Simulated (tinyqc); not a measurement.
UHF in the 3-21g basis, for H3, spin multiplicity 2, step by step (part 1 of 2). This run ends on a higher stationary point, not on the lowest solution. Computed by tinyqc, a small Python program that keeps every step (integrals from PySCF). Settings: charge = 0, multiplicity = 2, basis = 3-21g, energy threshold = 1e-10, iteration cap = 55, orthogonalisation = symmetric, start = Wolfsberg-Helmholz matrix, DIIS depth = 4, method = UHF. Command: `OMP_NUM_THREADS=1 python tinyqc.py 24705 24706 out.jsonl` (the two numbers bound the seeds that draw the settings). One thread of a shared host (Intel(R) Xeon(R) Processor @ 2.60GHz), about 0.1 s of CPU time with the checks. Later iterations appear only in the table of the cycle.

## One-electron integrals

Geometry (angstrom):
```
atom         x         y         z
H     0.000000  0.000000  0.000000
H     0.000000  0.000000  1.347000
H     0.000000  1.283000  0.673000
```

Basis 3-21g: exponents (1/bohr^2) and contraction coefficients of normalised primitives:
```
element  l (shell)  exponent  coefficient
H            s (1)  5.447178     0.156285
H            s (1)  0.824547     0.904691
H            s (2)  0.183192     1.000000
```

Overlap, kinetic and nuclear-attraction integrals over the contracted functions; the nuclear repulsion is the sum of Za Zb / Rab.

nuclear repulsion = 1.12324375 hartree

overlap S, lower triangle:
```
          1H 1s     1H 2s     2H 1s     2H 2s     3H 1s     3H 2s
1H 1s  1.000000
1H 2s  0.645899  1.000000
2H 1s  0.058126  0.242526  1.000000
2H 2s  0.242526  0.552399  0.645899  1.000000
3H 1s  0.037964  0.208009  0.037887  0.207858  1.000000
3H 2s  0.208009  0.503295  0.207858  0.503073  0.645899  1.000000
```

kinetic energy T (hartree), lower triangle:
```
           1H 1s     1H 2s      2H 1s     2H 2s     3H 1s     3H 2s
1H 1s   1.549405
1H 2s   0.293152  0.274788
2H 1s  -0.061494  0.038092   1.549405
2H 2s   0.038092  0.091735   0.293152  0.274788
3H 1s  -0.052879  0.023020  -0.052833  0.022957  1.549405
3H 2s   0.023020  0.074997   0.022957  0.074923  0.293152  0.274788
```

nuclear attraction V (hartree), lower triangle:
```
           1H 1s      1H 2s      2H 1s      2H 2s      3H 1s      3H 2s
1H 1s  -2.479025
1H 2s  -1.272229  -1.422613
2H 1s  -0.115186  -0.482747  -2.478908
2H 2s  -0.482769  -0.847714  -1.272153  -1.422512
3H 1s  -0.072380  -0.406706  -0.072223  -0.406400  -2.451305
3H 2s  -0.411463  -0.768663  -0.411135  -0.768313  -1.254374  -1.399458
```

core Hamiltonian H = T + V (hartree), lower triangle:
```
           1H 1s      1H 2s      2H 1s      2H 2s      3H 1s      3H 2s
1H 1s  -0.929620
1H 2s  -0.979077  -1.147825
2H 1s  -0.176680  -0.444655  -0.929503
2H 2s  -0.444678  -0.755979  -0.979001  -1.147724
3H 1s  -0.125259  -0.383687  -0.125056  -0.383443  -0.901900
3H 2s  -0.388444  -0.693666  -0.388178  -0.693389  -0.961222  -1.124670
```

## Two-electron integrals

Functions are numbered as in S; the eight-fold symmetry (ij|kl) = (ji|kl) = (kl|ij) leaves the list below.

Two-electron integrals (ij|kl) in chemists' order, unique and non-zero (hartree):
```
(11|11) 1.140145   (21|11) 0.611403   (21|21) 0.345152   (22|11) 0.626370
(22|21) 0.380329   (22|22) 0.482957   (31|11) 0.041802   (31|21) 0.025191
(31|22) 0.030868   (31|31) 0.003446   (32|11) 0.113742   (32|21) 0.072188
(32|22) 0.101366   (32|31) 0.011070   (32|32) 0.048209   (33|11) 0.392568
(33|21) 0.252842   (33|22) 0.374772   (33|31) 0.041802   (33|32) 0.218689
(33|33) 1.140145   (41|11) 0.218689   (41|21) 0.124813   (41|22) 0.140096
(41|31) 0.011070   (41|32) 0.032241   (41|33) 0.113742   (41|41) 0.048209
(42|11) 0.296037   (42|21) 0.182845   (42|22) 0.242588   (42|31) 0.019824
(42|32) 0.074082   (42|33) 0.296037   (42|41) 0.074082   (42|42) 0.147372
(43|11) 0.252842   (43|21) 0.162314   (43|22) 0.238357   (43|31) 0.025191
(43|32) 0.124813   (43|33) 0.611403   (43|41) 0.072188   (43|42) 0.182845
(43|43) 0.345152   (44|11) 0.374772   (44|21) 0.238357   (44|22) 0.344387
(44|31) 0.030868   (44|32) 0.140096   (44|33) 0.626370   (44|41) 0.101366
(44|42) 0.242588   (44|43) 0.380329   (44|44) 0.482957   (51|11) 0.025954
(51|21) 0.015793   (51|22) 0.019719   (51|31) 0.001481   (51|32) 0.004679
(51|33) 0.016706   (51|41) 0.006265   (51|42) 0.010883   (51|43) 0.010708
(51|44) 0.015430   (51|51) 0.001469   (52|11) 0.091314   (52|21) 0.058238
(52|22) 0.083216   (52|31) 0.005857   (52|32) 0.021830   (52|33) 0.082913
(52|41) 0.023327   (52|42) 0.049174   (52|43) 0.053176   (52|44) 0.077757
(52|51) 0.006073   (52|52) 0.035419   (53|11) 0.016678   (53|21) 0.010690
(53|22) 0.015403   (53|31) 0.001479   (53|32) 0.006252   (53|33) 0.025895
(53|41) 0.004671   (53|42) 0.010862   (53|43) 0.015758   (53|44) 0.019678
(53|51) 0.001012   (53|52) 0.005490   (53|53) 0.001464   (54|11) 0.082883
(54|21) 0.053155   (54|22) 0.077721   (54|31) 0.005853   (54|32) 0.023306
(54|33) 0.091220   (54|41) 0.021820   (54|42) 0.049141   (54|43) 0.058180
(54|44) 0.083139   (54|51) 0.005498   (54|52) 0.034249   (54|53) 0.006055
(54|54) 0.035367   (55|11) 0.365144   (55|21) 0.235502   (55|22) 0.353592
(55|31) 0.023896   (55|32) 0.094318   (55|33) 0.365028   (55|41) 0.094340
(55|42) 0.214770   (55|43) 0.235427   (55|44) 0.353499   (55|51) 0.025954
(55|52) 0.186168   (55|53) 0.025895   (55|54) 0.186026   (55|55) 1.140145
(61|11) 0.186168   (61|21) 0.106428   (61|22) 0.119798   (61|31) 0.008541
(61|32) 0.024871   (61|33) 0.087462   (61|41) 0.039785   (61|42) 0.060426
(61|43) 0.055943   (61|44) 0.080822   (61|51) 0.006073   (61|52) 0.022601
(61|53) 0.004074   (61|54) 0.020499   (61|55) 0.091314   (61|61) 0.035419
(62|11) 0.263698   (62|21) 0.163243   (62|22) 0.217901   (62|31) 0.015181
(62|32) 0.053814   (62|33) 0.205565   (62|41) 0.063039   (62|42) 0.120360
(62|43) 0.130007   (62|44) 0.184471   (62|51) 0.011796   (62|52) 0.057351
(62|53) 0.010116   (62|54) 0.054668   (62|55) 0.263698   (62|61) 0.057351
(62|62) 0.122336   (63|11) 0.087410   (63|21) 0.055910   (63|22) 0.080771
(63|31) 0.008536   (63|32) 0.039757   (63|33) 0.186026   (63|41) 0.024857
(63|42) 0.060385   (63|43) 0.106348   (63|44) 0.119710   (63|51) 0.004078
(63|52) 0.020492   (63|53) 0.006055   (63|54) 0.022563   (63|55) 0.091220
(63|61) 0.019895   (63|62) 0.046596   (63|63) 0.035367   (64|11) 0.205524
(64|21) 0.129979   (64|22) 0.184421   (64|31) 0.015175   (64|32) 0.063009
(64|33) 0.263554   (64|41) 0.053800   (64|42) 0.120315   (64|43) 0.163156
(64|44) 0.217790   (64|51) 0.010132   (64|52) 0.054679   (64|53) 0.011767
(64|54) 0.057282   (64|55) 0.263554   (64|61) 0.046616   (64|62) 0.111191
(64|63) 0.057282   (64|64) 0.122228   (65|11) 0.235502   (65|21) 0.151551
(65|22) 0.225620   (65|31) 0.015362   (65|32) 0.060556   (65|33) 0.235427
(65|41) 0.060570   (65|42) 0.136283   (65|43) 0.151505   (65|44) 0.225563
(65|51) 0.015793   (65|52) 0.106428   (65|53) 0.015758   (65|54) 0.106348
(65|55) 0.611403   (65|61) 0.058238   (65|62) 0.163243   (65|63) 0.058180
(65|64) 0.163156   (65|65) 0.345152   (66|11) 0.353592   (66|21) 0.225620
(66|22) 0.329648   (66|31) 0.022502   (66|32) 0.089019   (66|33) 0.353499
(66|41) 0.089035   (66|42) 0.195434   (66|43) 0.225563   (66|44) 0.329581
(66|51) 0.019719   (66|52) 0.119798   (66|53) 0.019678   (66|54) 0.119710
(66|55) 0.626370   (66|61) 0.083216   (66|62) 0.217901   (66|63) 0.083139
(66|64) 0.217790   (66|65) 0.380329   (66|66) 0.482957
```

## Orthogonalisation

S = U s U^T; symmetric (Loewdin) form X = U s^(-1/2) U^T, so that X^T S X = 1.

eigenvalues of S: 0.221677  0.237000  0.380026  1.167798  1.244301  2.749198

X, lower triangle:
```
           1H 1s      1H 2s      2H 1s      2H 2s      3H 1s     3H 2s
1H 1s   1.247739
1H 2s  -0.499524   1.508073
2H 1s   0.036162   0.011474   1.247732
2H 2s   0.011497  -0.329742  -0.499498   1.507891
3H 1s   0.034223   0.015464   0.034205   0.015505   1.246554
3H 2s   0.019959  -0.274736   0.019977  -0.274478  -0.494912  1.467172
```

## Starting guess

The start is the generalised Wolfsberg-Helmholz matrix (K = 1.75) built on H; D(s) = C_occ C_occ^T for each spin.

D(alpha) at the start, lower triangle:
```
           1H 1s      1H 2s      2H 1s      2H 2s     3H 1s     3H 2s
1H 1s   0.097979
1H 2s   0.098048   0.165092
2H 1s   0.098598   0.098427   0.099221
2H 2s   0.098496   0.165350   0.098879   0.165610
3H 1s  -0.162416  -0.084949  -0.163719  -0.085913  0.359095
3H 2s  -0.096179   0.024208  -0.097217   0.023425  0.298958  0.311045
```

D(beta) at the start, lower triangle:
```
          1H 1s     1H 2s     2H 1s     2H 2s     3H 1s     3H 2s
1H 1s  0.013423
1H 2s  0.041286  0.126989
2H 1s  0.013408  0.041240  0.013393
2H 2s  0.041269  0.126934  0.041222  0.126879
3H 1s  0.010014  0.030800  0.010002  0.030787  0.007470
3H 2s  0.036918  0.113554  0.036877  0.113505  0.027542  0.101541
```

## Iteration 1: building the Fock matrix

J_ij = sum D_kl (ij|kl) with D = D(alpha) + D(beta), K_ij = sum D_kl (ik|jl) for each spin; F = H + J - K(s); E = tr D H + tr D J / 2 - 0.5 sum_s tr D(s) K(s) + E_nn.

Coulomb J (hartree), lower triangle:
```
          1H 1s     1H 2s     2H 1s     2H 2s     3H 1s     3H 2s
1H 1s  1.478117
1H 2s  0.905958  1.213972
2H 1s  0.092219  0.358137  1.479174
2H 2s  0.357994  0.724922  0.906451  1.214281
3H 1s  0.062951  0.342005  0.062832  0.341764  1.745742
3H 2s  0.309852  0.684414  0.309756  0.684188  1.035509  1.305773
```

exchange K(alpha) (hartree), lower triangle:
```
          1H 1s     1H 2s      2H 1s     2H 2s     3H 1s     3H 2s
1H 1s  0.368704
1H 2s  0.327030  0.393137
2H 1s  0.168385  0.236852   0.370708
2H 2s  0.236682  0.340593   0.328046  0.393596
3H 1s  0.000031  0.174542  -0.000790  0.173986  0.833947
3H 2s  0.128715  0.286923   0.128332  0.286598  0.580406  0.525455
```

exchange K(beta) (hartree), lower triangle:
```
          1H 1s     1H 2s     2H 1s     2H 2s     3H 1s     3H 2s
1H 1s  0.223059
1H 2s  0.245527  0.328229
2H 1s  0.111681  0.187456  0.222836
2H 2s  0.187518  0.289739  0.245332  0.328053
3H 1s  0.091806  0.155886  0.091733  0.155824  0.171497
3H 2s  0.169934  0.264290  0.169809  0.264194  0.198935  0.284107
```

F(alpha) (hartree), lower triangle:
```
           1H 1s      1H 2s      2H 1s      2H 2s      3H 1s      3H 2s
1H 1s   0.179793
1H 2s  -0.400149  -0.326989
2H 1s  -0.252846  -0.323371   0.178963
2H 2s  -0.323365  -0.371651  -0.400596  -0.327040
3H 1s  -0.062339  -0.216224  -0.061433  -0.215665   0.009895
3H 2s  -0.207307  -0.296175  -0.206754  -0.295799  -0.506119  -0.344352
```

F(beta) (hartree), lower triangle:
```
           1H 1s      1H 2s      2H 1s      2H 2s      3H 1s      3H 2s
1H 1s   0.325438
1H 2s  -0.318646  -0.262082
2H 1s  -0.196142  -0.273974   0.326835
2H 2s  -0.274202  -0.320796  -0.317883  -0.261497
3H 1s  -0.154114  -0.197567  -0.153957  -0.197503   0.672344
3H 2s  -0.248526  -0.273542  -0.248232  -0.273395  -0.124648  -0.103004
```

total energy of this density = -1.33818869 hartree

## Iteration 1: diagonalisation and new density

Diagonalise F' = X^T F X, C = X C', fill 2 alpha and 1 beta electrons from the bottom; D(s) = C_occ C_occ^T. Each column has its largest component positive (the first on a tie).

F' = X^T F X (alpha) (hartree), lower triangle:
```
           1          2          3          4          5         6
1   0.676917
2  -0.632425   0.233978
3  -0.064899  -0.131577   0.676226
4  -0.131579  -0.174229  -0.632876   0.234034
5   0.090735  -0.055599   0.091447  -0.055183   0.549339
6  -0.047995  -0.122032  -0.047577  -0.121761  -0.747113  0.244426
```

orbital energies (alpha) (hartree): MO1 -0.573904, MO2 -0.288801, MO3 0.046806, MO4 1.076390, MO5 1.102901, MO6 1.251530

coefficients C (alpha):
```
            MO1        MO2        MO3        MO4        MO5        MO6
1H 1s  0.181906  -0.173194   0.208285   0.657033  -0.907656   0.668870
1H 2s  0.307843  -0.365590   0.843485  -0.718125   1.054533  -0.375172
2H 1s  0.181942  -0.174503  -0.207981   0.659907   0.904738   0.669706
2H 2s  0.307624  -0.368315  -0.841564  -0.721820  -1.051953  -0.376203
3H 1s  0.189527   0.373385  -0.000601  -0.831544   0.000961   0.966876
3H 2s  0.270148   0.762391  -0.002045   1.152703  -0.001447  -0.752459
```

F' = X^T F X (beta) (hartree), lower triangle:
```
           1          2          3          4          5         6
1   0.812842
2  -0.594217   0.259797
3  -0.023231  -0.105442   0.814228
4  -0.105515  -0.158646  -0.594052   0.260163
5   0.001225  -0.079831   0.001312  -0.079789   1.155768
6  -0.095206  -0.143389  -0.095091  -0.143337  -0.553574  0.359521
```

orbital energies (beta) (hartree): MO1 -0.460280, MO2 0.096194, MO3 0.201207, MO4 1.159194, MO5 1.211556, MO6 1.454448

coefficients C (beta):
```
            MO1        MO2        MO3        MO4        MO5        MO6
1H 1s  0.177607   0.170365  -0.069659  -0.922062   0.910065   0.256028
1H 2s  0.371425   0.885650  -0.425959   1.023901  -0.744906  -0.036854
2H 1s  0.177040  -0.170113  -0.069808   0.906019   0.925939   0.256817
2H 2s  0.370517  -0.885607  -0.427518  -1.010564  -0.762011  -0.037687
3H 1s  0.078931  -0.000158   0.109161   0.001967  -0.295417   1.302395
3H 2s  0.200341  -0.001274   1.092963  -0.004179   0.517441  -1.023073
```

D(alpha) after iteration 1, lower triangle:
```
           1H 1s      1H 2s      2H 1s      2H 2s     3H 1s     3H 2s
1H 1s   0.063086
1H 2s   0.119317   0.228424
2H 1s   0.063319   0.119806   0.063554
2H 2s   0.119749   0.229352   0.120242   0.230288
3H 1s  -0.030192  -0.078161  -0.030674  -0.079220  0.175337
3H 2s  -0.082900  -0.195559  -0.083888  -0.197696  0.335866  0.654220
```

D(beta) after iteration 1, lower triangle:
```
          1H 1s     1H 2s     2H 1s     2H 2s     3H 1s     3H 2s
1H 1s  0.031544
1H 2s  0.065968  0.137956
2H 1s  0.031444  0.065757  0.031343
2H 2s  0.065806  0.137619  0.065596  0.137283
3H 1s  0.014019  0.029317  0.013974  0.029245  0.006230
3H 2s  0.035582  0.074412  0.035468  0.074230  0.015813  0.040137
```

## Iteration 2: building the Fock matrix

As before.

Coulomb J (hartree), lower triangle:
```
          1H 1s     1H 2s     2H 1s     2H 2s     3H 1s     3H 2s
1H 1s  1.499632
1H 2s  0.916133  1.218649
2H 1s  0.093148  0.361523  1.499918
2H 2s  0.361489  0.726461  0.916257  1.218702
3H 1s  0.061058  0.323942  0.060933  0.323702  1.622664
3H 2s  0.309760  0.670670  0.309560  0.670383  0.975369  1.259269
```

exchange K(alpha) (hartree), lower triangle:
```
          1H 1s     1H 2s     2H 1s     2H 2s     3H 1s     3H 2s
1H 1s  0.364342
1H 2s  0.334972  0.396372
2H 1s  0.169235  0.244582  0.365914
2H 2s  0.244396  0.343197  0.335946  0.396946
3H 1s  0.033713  0.178041  0.033079  0.177514  0.723542
3H 2s  0.138353  0.276719  0.138015  0.276368  0.561529  0.538308
```

exchange K(beta) (hartree), lower triangle:
```
          1H 1s     1H 2s     2H 1s     2H 2s     3H 1s     3H 2s
1H 1s  0.280786
1H 2s  0.285694  0.350535
2H 1s  0.135895  0.214444  0.279792
2H 2s  0.214709  0.307000  0.284900  0.349900
3H 1s  0.085646  0.131496  0.085475  0.131378  0.119775
3H 2s  0.175143  0.246422  0.174770  0.246184  0.146707  0.227601
```

F(alpha) (hartree), lower triangle:
```
           1H 1s      1H 2s      2H 1s      2H 2s      3H 1s      3H 2s
1H 1s   0.205669
1H 2s  -0.397916  -0.325549
2H 1s  -0.252767  -0.327714   0.204501
2H 2s  -0.327585  -0.372716  -0.398690  -0.325969
3H 1s  -0.097913  -0.237786  -0.097202  -0.237255  -0.002778
3H 2s  -0.217037  -0.299716  -0.216634  -0.299374  -0.547382  -0.403709
```

F(beta) (hartree), lower triangle:
```
           1H 1s      1H 2s      2H 1s      2H 2s      3H 1s      3H 2s
1H 1s   0.289225
1H 2s  -0.348638  -0.279711
2H 1s  -0.219427  -0.297576   0.290623
2H 2s  -0.297898  -0.336519  -0.347644  -0.278923
3H 1s  -0.149846  -0.191241  -0.149598  -0.191120   0.600988
3H 2s  -0.253827  -0.269418  -0.253388  -0.269190  -0.132560  -0.093001
```

total energy of this density = -1.46915002 hartree

## Iteration 2: DIIS over 2 matrices

error matrix X^T (FDS - SDF) X (alpha):
```
           1          2          3          4          5          6
1   0.000000   0.007552   0.000114   0.007723  -0.002206  -0.032259
2  -0.007552   0.000000  -0.007478   0.000114   0.031257   0.000437
3  -0.000114   0.007478   0.000000   0.007650  -0.002299  -0.032567
4  -0.007723  -0.000114  -0.007650   0.000000   0.031351   0.000330
5   0.002206  -0.031257   0.002299  -0.031351   0.000000   0.039416
6   0.032259  -0.000437   0.032567  -0.000330  -0.039416   0.000000
```

B (overlaps of the stored error matrices):
```
               1              2
1  2.8570926e-01  6.1903339e-02
2  6.1903339e-02  1.4806980e-02
```

Minimise |sum c_i e_i|^2 with sum c_i = 1: solve [B -1; -1 0][c; lambda] = [0; -1] with B_ij = tr e_i^T e_j summed over both spins, and take F = sum c_i F_i.

DIIS coefficients: -0.266518  1.266518

extrapolated F(alpha) (hartree), lower triangle:
```
           1H 1s      1H 2s      2H 1s      2H 2s      3H 1s      3H 2s
1H 1s   0.212566
1H 2s  -0.397320  -0.325165
2H 1s  -0.252747  -0.328872   0.211307
2H 2s  -0.328710  -0.373000  -0.398182  -0.325683
3H 1s  -0.107394  -0.243532  -0.106735  -0.243010  -0.006156
3H 2s  -0.219630  -0.300659  -0.219267  -0.300327  -0.558379  -0.419528
```

extrapolated F(beta) (hartree), lower triangle:
```
           1H 1s      1H 2s      2H 1s      2H 2s      3H 1s      3H 2s
1H 1s   0.279574
1H 2s  -0.356632  -0.284410
2H 1s  -0.225633  -0.303866   0.280972
2H 2s  -0.304213  -0.340709  -0.355576  -0.283567
3H 1s  -0.148709  -0.189554  -0.148436  -0.189418   0.581971
3H 2s  -0.255240  -0.268319  -0.254763  -0.268069  -0.134669  -0.090335
```

## Iteration 2: diagonalisation and new density

As before.

F' = X^T F X (alpha) (hartree), lower triangle:
```
           1          2          3          4          5         6
1   0.721270
2  -0.642898   0.235609
3  -0.059151  -0.139326   0.720277
4  -0.139235  -0.176163  -0.643496   0.235121
5   0.042901  -0.061304   0.043347  -0.060843   0.561700
6  -0.047690  -0.095023  -0.047321  -0.094630  -0.774932  0.147426
```

orbital energies (alpha) (hartree): MO1 -0.606366, MO2 -0.325205, MO3 0.059201, MO4 1.111480, MO5 1.132253, MO6 1.250040

coefficients C (alpha):
```
            MO1        MO2        MO3        MO4        MO5        MO6
1H 1s  0.168430  -0.161588   0.195010   0.529587  -0.910796   0.779017
1H 2s  0.241868  -0.447233   0.859110  -0.606657   1.042808  -0.506282
2H 1s  0.168613  -0.162746  -0.194547   0.537147   0.907512   0.777479
2H 2s  0.241965  -0.450407  -0.856747  -0.615467  -1.038644  -0.504644
3H 1s  0.246150   0.278508  -0.000480  -1.018339   0.004913   0.791492
3H 2s  0.376112   0.795946  -0.002026   1.221291  -0.005534  -0.531573
```

F' = X^T F X (beta) (hartree), lower triangle:
```
           1          2          3          4          5         6
1   0.780557
2  -0.618203   0.257969
3  -0.040791  -0.121897   0.781665
4  -0.122017  -0.163237  -0.617697   0.258443
5   0.003277  -0.074188   0.003413  -0.074098   1.032305
6  -0.094753  -0.134444  -0.094547  -0.134348  -0.530721  0.369168
```

orbital energies (beta) (hartree): MO1 -0.495229, MO2 0.086789, MO3 0.179255, MO4 1.156556, MO5 1.199583, MO6 1.353154

coefficients C (beta):
```
            MO1        MO2        MO3        MO4        MO5        MO6
1H 1s  0.200744  -0.179637  -0.070356  -0.916474   0.850494   0.410614
1H 2s  0.376322  -0.874956  -0.395650   1.030073  -0.746624  -0.161820
2H 1s  0.200041   0.179646  -0.070550   0.908052   0.859168   0.411520
2H 2s  0.374955   0.875259  -0.396781  -1.022572  -0.755936  -0.162716
3H 1s  0.083238   0.000183   0.158192   0.001814  -0.515345   1.226425
3H 2s  0.147670   0.001086   1.059255  -0.002990   0.710295  -0.949099
```

D(alpha) after iteration 2, lower triangle:
```
           1H 1s      1H 2s      2H 1s      2H 2s     3H 1s     3H 2s
1H 1s   0.054479
1H 2s   0.113005   0.258517
2H 1s   0.054697   0.113568   0.054917
2H 2s   0.113535   0.259961   0.114100   0.261414
3H 1s  -0.003545  -0.065022  -0.003822  -0.065883  0.138157
3H 2s  -0.065267  -0.265003  -0.066119  -0.267494  0.314257  0.774990
```

D(beta) after iteration 2, lower triangle:
```
          1H 1s     1H 2s     2H 1s     2H 2s     3H 1s     3H 2s
1H 1s  0.040298
1H 2s  0.075544  0.141618
2H 1s  0.040157  0.075280  0.040016
2H 2s  0.075270  0.141104  0.075006  0.140591
3H 1s  0.016710  0.031324  0.016651  0.031211  0.006929
3H 2s  0.029644  0.055572  0.029540  0.055370  0.012292  0.021807
```
